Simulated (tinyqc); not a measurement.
Berg model of reactive sputtering of a nitride or oxide: poisoning, hysteresis and pumping speed: one step, computed by the program tinyqc. Command: `OMP_NUM_THREADS=1 python tinyqc.py 3025474 3025475 out.jsonl berg walk`. One thread of a shared host (Intel(R) Xeon(R) Processor @ 2.30GHz), about 0.05 s of CPU time with the checks.

A diatomic gas reacts with bare metal on the target and on the collecting surfaces; ions remove metal and compound from the target. theta_t and theta_c are the compound fractions.

Question. Steady state at the pressure P. Ion flux j = J/e; gas flux F = P/sqrt(2 pi M k_B T). Target: (2/z) alpha F (1 - theta_t) = j Y_c theta_t. Sputtered flows F_c = j Y_c theta_t A_t, F_m = j Y_m (1 - theta_t) A_t. Collector: (2/z) alpha F (1 - theta_c) A_c + F_c (1 - theta_c) = F_m theta_c. Gas use Q = alpha F [(1 - theta_t) A_t + (1 - theta_c) A_c] + P S/(k_B T); 1 sccm = 4.4780e17 molecules/s. Rate R = F_m + F_c, given relative to j Y_m A_t.

Inputs (values chosen for the exercise, close to those used for silicon nitride):
```
quantity                         value     unit
ion current density J               47  mA/cm^2
target area A_t                    130     cm^2
collecting area A_c               2900     cm^2
metal yield Y_m                   0.57        -
compound yield Y_c                0.14        -
sticking coefficient alpha        0.85        -
reactive atoms per metal atom z   1.33        -
gas mass M                          28        u
pumping speed S                    280      l/s
gas temperature T                  300        K
reactive partial pressure P      0.022       Pa
```

Constants: e = 1.602176634e-19 C; u = 1.6605390666e-27 kg; k_B = 1.380649e-23 J/K.

Give: ion flux j; gas flux F; theta_t; theta_c; gas use; total flow Q; rate relative to clean metal.

Answer.

ion flux j = 2.934e+17 1/(cm^2 s)

gas flux F = 6.325e+16 1/(cm^2 s)

theta_t = 0.6631

theta_c = 0.9701

gas use (sccm): target 5.26, collector 10.39, pump 3.32

total flow Q = 18.97 sccm

rate relative to clean metal = 0.4998

The target is partly covered. The film is 97.0 % compound. Caution: here dQ/dP is negative, a branch that flow control cannot hold.
